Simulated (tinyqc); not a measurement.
# Round nanowire with a gate all round, subbands and threshold shift from confinement: two studies

Undoped body with a flat potential across it, hard walls, transport along x. Three valley pairs (g = 2 each) with the longitudinal mass along x, y or z. Non-parabolicity enters the subband edges through E (1 + al E) = gamma, so E = 2 gamma/(1 + sqrt(1 + 4 al gamma)); motion within a subband is taken as parabolic with the band-edge mass. Energies are counted from the bulk band edge.

Inputs (values chosen for the exercise); masses close to those of silicon: temperature T = 300 K; longitudinal mass ml = 0.911 m0; transverse mass mt = 0.192 m0; non-parabolicity al = 0.5 1/eV; diameter t = 5.1 nm; widening of the box by penetration into the insulator dl = 0.3 nm; gate capacitance per area of interface Cg = 2.5 uF/cm^2.

Constants: q = 1.602176634e-19 C, kB = 1.380649e-23 J/K, hbar = 1.054571817e-34 J s, m0 = 9.1093837015e-31 kg, Vt = kB T/q, hbar^2/(2 m0) = 0.0380998212 eV nm^2. Results are converted to the units shown.

Each table varies one quantity; the others keep the values above.

## Confinement against the diameter

gamma = C (2 z/(t + dl))^2 (1/my + 1/mz)/2, z the zeros of the Bessel functions J_l (2.404826, 3.831706, 5.135622, 5.520078, ...), twofold for l > 0; the mean inverse mass is an approximation for anisotropic valleys, C = hbar^2/(2 m0). Each subband has N_k = g sqrt(2 mx m0 kB T/(pi hbar^2)); without degeneracy n = exp(EF/Vt) sum N_k exp(-E_k/Vt). Classical value Nc times pi t^2/4, Nc = sum over valleys of 2 g (m m0 kB T/(2 pi hbar^2))^1.5 with m = (mx my mz)^(1/3). Threshold shift dVT = Vt ln(classical value/sum N_k exp(-E_k/Vt)). With degeneracy n = sum N_k F((EF - E_k)/Vt), F(x) = (1/sqrt(pi)) int_0^infinity u^(-1/2) du/(1 + exp(u - x)); gate: Vg = EF + q n/(Cg P), P = pi t, summed over the 60 lowest subbands at most, with Vg counted from the value that would put EF at the bulk band edge of an empty body. The last two columns are for Vg = 0.6 V; sensitivity d(dVT)/dt by central differences between 0.99 and 1.01 times the value.

Confinement against the diameter:

| t (nm) | E_1 (meV) | gap to the next edge (meV) | dVT (mV) | sensitivity (mV/nm) | n/P (cm^-2) | share of the lowest subband (%) |
|---|---|---|---|---|---|---|
| 2 | 432.0 | 221.9 | 374.1 | -293.2 | 3.123e12 | 49.99 |
| 2.7 | 271.8 | 149.5 | 229.3 | -143.0 | 5.194e12 | 49.74 |
| 3.6 | 168.5 | 97.83 | 140.3 | -66.88 | 6.486e12 | 47.50 |
| 4.7 | 105.6 | 63.70 | 89.38 | -31.46 | 7.278e12 | 40.34 |
| 6.3 | 61.88 | 38.47 | 56.23 | -13.36 | 7.895e12 | 29.61 |
| 8.4 | 36.06 | 22.85 | 37.65 | -5.781 | 8.332e12 | 20.34 |
| 11 | 21.53 | 13.79 | 27.25 | -2.760 | 8.648e12 | 13.61 |
| 15 | 11.80 | 7.619 | 19.77 | -1.267 | 8.940e12 | 8.185 |
| 20 | 6.721 | 4.357 | 15.25 | -0.6462 | 9.161e12 | 4.945 |

What does the comparison show?

As t grows from 2 to 20 nm, E_1 falls from 432 to 6.72 meV and dVT falls from 374 to 15.3 mV. E_1 goes as t^(-1.54) at the thin end (-2 for a parabolic band without penetration); a thickness error of 0.2 nm moves the threshold by 59 mV in the first row and 0.13 mV in the last. The charge per interface area rises from 3.12e12 to 9.16e12 cm^-2. For t = 2, 2.7 the body is too thin for bulk effective masses to be reliable. For t = 3.6, 4.7, 6.3, 8.4, 11, 15, 20 the charge in the last two columns would bend the potential across the body noticeably, which is left out.

## Charge and subband filling against gate voltage

Same model as above.

Each subband has N_k = g sqrt(2 mx m0 kB T/(pi hbar^2)). Cq = q dn/dEF.

Results:

| Vg (V) | EF - E_1 (eV) | n (cm^-1) | n/P (cm^-2) | share of the lowest subband (%) | Cq/(Cg P) | total C/(Cg P) |
|---|---|---|---|---|---|---|
| -0.06 | -0.1522 | 2.579e4 | 1.609e10 | 43.77 | 0.03983 | 0.03830 |
| 0.07 | -0.05808 | 9.235e5 | 5.764e11 | 43.43 | 1.343 | 0.5732 |
| 0.19 | -0.02325 | 3.053e6 | 1.905e12 | 42.51 | 3.861 | 0.7943 |
| 0.44 | 0.01344 | 8.385e6 | 5.234e12 | 39.65 | 7.801 | 0.8864 |
| 0.56 | 0.02614 | 1.107e7 | 6.908e12 | 37.97 | 9.098 | 0.9010 |
| 0.69 | 0.03829 | 1.401e7 | 8.747e12 | 36.07 | 10.28 | 0.9114 |
| 0.81 | 0.04850 | 1.676e7 | 1.046e13 | 34.31 | 11.23 | 0.9183 |
| 0.94 | 0.05874 | 1.975e7 | 1.233e13 | 32.50 | 12.14 | 0.9239 |

Estimate the missing row, Vg = 0.32 V.

Computed row:

| Vg (V) | EF - E_1 (eV) | n (cm^-1) | n/P (cm^-2) | share of the lowest subband (%) | Cq/(Cg P) | total C/(Cg P) |
|---|---|---|---|---|---|---|
| 0.32 | -0.001565 | 5.761e6 | 3.595e12 | 41.15 | 6.175 | 0.8606 |

With this row back in the table: EF passes E_1 = 0.0911 eV at Vg = 0.331 V. The share of the lowest subband falls from 43.8 to 32.5 % and the total capacitance rises from 0.0383 to 0.924 of Cg P. In the last row 7.9 % of an added gate voltage goes into raising EF (from the last two rows). For Vg = 0.19, 0.32, 0.44, 0.56, 0.69, 0.81, 0.94 the charge would bend the potential across the body noticeably, which is left out.

Range of the model: For the strongly anisotropic y and z valleys the mean inverse mass serves only for l = 0; pairs with l > 0 really split widely.

Program tinyqc, `OMP_NUM_THREADS=1 python tinyqc.py 2350044 2350045 out.jsonl`; Intel Xeon 2.30GHz, shared host, one thread, about 0.2 s.
